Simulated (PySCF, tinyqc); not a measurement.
Worked calculation: CCSD on RHF in the 3-21g basis, for H3+, spin multiplicity 1. The lowest restricted solution is unstable here: a spin-polarised one lies 0.0016 hartree lower (PySCF). One step of it, computed by the program tinyqc.

Task: CCSD: starting amplitudes. t_ij^ab = <ij||ab> / (e_i + e_j - e_a - e_b), whose energy is MP2.

orbital energies (hartree): MO1 -0.907958, MO2 -0.382960, MO3 -0.047224, MO4 0.722419, MO5 0.828901, MO6 0.968363

Two-electron integrals over orbitals (pq|rs), unique and non-zero (hartree):
```
(11|11) 0.529428    (21|21) 0.121139    (22|11) 0.420763    (22|22) 0.434281
(31|11) 0.082080    (31|22) -0.016978   (31|31) 0.080821    (32|21) -0.099745
(32|32) 0.108259    (33|11) 0.416572    (33|22) 0.381288    (33|31) 0.026200
(33|33) 0.377613    (41|11) 0.062378    (41|22) 0.072757    (41|31) -0.011527
(41|33) 0.045618    (41|41) 0.049050    (42|21) 0.067552    (42|32) -0.050769
(42|42) 0.076858    (43|11) -0.052087   (43|22) -0.057608   (43|31) 0.006690
(43|33) -0.032049   (43|41) -0.028000   (43|43) 0.033905    (44|11) 0.422452
(44|22) 0.426737    (44|31) -0.009510   (44|33) 0.372055    (44|41) 0.081952
(44|43) -0.069112   (44|44) 0.445514    (51|21) 0.049995    (51|32) -0.038746
(51|42) 0.056760    (51|51) 0.042509    (52|11) 0.082453    (52|22) 0.097521
(52|31) -0.016302   (52|33) 0.055969    (52|41) 0.059109    (52|43) -0.046974
(52|44) 0.114403    (52|52) 0.081315    (53|21) -0.026132   (53|32) 0.011487
(53|42) -0.044626   (53|51) -0.031451   (53|53) 0.033535    (54|21) 0.155649
(54|32) -0.139612   (54|42) 0.105838    (54|51) 0.079589    (54|53) -0.043392
(54|54) 0.233176    (55|11) 0.405232    (55|22) 0.429621    (55|31) -0.025861
(55|33) 0.367763    (55|41) 0.086814    (55|43) -0.068404   (55|44) 0.447559
(55|52) 0.118325    (55|55) 0.454432    (61|11) -0.075693   (61|22) 0.000875
(61|31) -0.063213   (61|33) -0.045211   (61|41) -0.007686   (61|43) -0.016686
(61|44) 0.002952    (61|52) 0.009544    (61|55) 0.011049    (61|61) 0.092070
(62|21) 0.031547    (62|32) -0.018989   (62|42) 0.029713    (62|51) 0.021435
(62|53) -0.019582   (62|54) 0.045046    (62|62) 0.017322    (63|11) -0.121180
(63|22) -0.050081   (63|31) -0.055857   (63|33) -0.065489   (63|41) -0.031345
(63|43) 0.012729    (63|44) -0.057436   (63|52) -0.031060   (63|55) -0.048544
(63|61) 0.070966    (63|63) 0.081789    (64|11) -0.027860   (64|22) 0.028487
(64|31) -0.046844   (64|33) -0.001870   (64|41) 0.022669    (64|43) -0.011740
(64|44) 0.030479    (64|52) 0.028479    (64|55) 0.042892    (64|61) 0.033343
(64|63) 0.023554    (64|64) 0.038827    (65|21) 0.052281    (65|32) -0.051746
(65|42) 0.038165    (65|51) 0.029639    (65|53) -0.012866   (65|54) 0.081417
(65|62) 0.012643    (65|65) 0.032218    (66|11) 0.546060    (66|22) 0.379450
(66|31) 0.132235    (66|33) 0.424093    (66|41) 0.054883    (66|43) -0.028130
(66|44) 0.388381    (66|52) 0.056593    (66|55) 0.362621    (66|61) -0.152769
(66|63) -0.171865   (66|64) -0.066306   (66|66) 0.663510
```

Give: Starting amplitudes; correlation energy.

Result:

Starting amplitudes (spin orbitals 1a, 1b, ...; amplitudes related by a flip of all spins are not repeated):
```
from      to         t
1a 1b  2a 2b    -0.115
1a 1b  3a 3b    -0.047
1a 1b  6a 6b    -0.025
1a 1b  3a 6b     0.023
1a 1b  2a 5b    -0.022
1a 1b  4a 4b    -0.015
1a 1b  5a 5b    -0.012
1a 1b  3a 4b  4.63e-03
1a 1b  4a 6b  2.19e-03
```

correlation energy = -0.02656 hartree
